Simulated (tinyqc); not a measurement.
Ways to converge the cycle: SCF convergence aids in the sto-3g basis, for BeH, spin multiplicity 2. Computed by the program tinyqc with PySCF. UHF with one setting changed at a time; a run stops when the energy changes by less than 1e-09 hartree and the error matrix is below 1e-5. The start is the core Hamiltonian. Damping d keeps d of the old density; a shift (hartree) raises the virtual levels; DIIS n extrapolates F over n matrices.

Geometry (angstrom):
```
atom       x       y       z
Be    0.0000  0.0000  0.0000
H     0.0000  0.0000  1.6990
```

lowest solution found by these runs and by PySCF with stability checks = -14.895138 hartree

Largest element of the error matrix X^T (FDS - SDF) X:
```
iteration    plain  damping 0.3  damping 0.6  shift 0.4   DIIS 3   DIIS 8
1          1.9e-01      1.9e-01      1.9e-01    1.9e-01  1.9e-01  1.9e-01
2          3.2e-02      8.7e-02      1.4e-01    1.2e-01  3.2e-02  3.2e-02
3          2.1e-02      4.1e-02      9.4e-02    5.9e-02  2.2e-02  2.2e-02
4          2.1e-02      2.5e-02      6.6e-02    3.2e-02  2.0e-02  2.0e-02
5          2.0e-02      2.0e-02      4.8e-02    2.3e-02  1.8e-02  1.8e-02
6          1.9e-02      1.9e-02      3.6e-02    1.9e-02  3.8e-02  3.8e-02
8          1.4e-02      1.8e-02      2.4e-02    2.0e-02  2.6e-03  9.3e-03
10         9.9e-03      1.6e-02      2.0e-02    1.8e-02  2.6e-05  2.3e-04
14         3.6e-03      9.9e-03      1.7e-02    1.4e-02        -        -
20         6.4e-04      3.6e-03      1.3e-02    6.8e-03        -        -
30         3.3e-05      5.2e-04      5.9e-03    1.6e-03        -        -
45               -      2.7e-05      1.3e-03    1.6e-04        -        -
60               -            -      2.5e-04    1.7e-05        -        -
```

How each run ends:
```
run          iterations  E (hartree)                                                        state
plain                35    -14.79302                                                       higher
damping 0.3          51    -14.79302                                                       higher
damping 0.6         >60    -14.79302  falls steadily but slowly, by a factor of about 0.90 a step
shift 0.4           >60    -14.79302  falls steadily but slowly, by a factor of about 0.86 a step
DIIS 3               12    -14.79302                                                       higher
DIIS 8               12    -14.79302                                                       higher
```

What does the comparison show, and why?

No run reaches the lowest solution found. Ending on a higher stationary point: plain, damping 0.3, DIIS 3, DIIS 8; a small error matrix cannot reveal that, and an occupation fixed by the start is kept by symmetry or by the shape of the basin. Not converged: damping 0.6, shift 0.4. Plain steps already contract here, so damping only slows them. DIIS 3 and DIIS 8 gain by cancelling the error over several earlier matrices, much as a quasi-Newton step does.
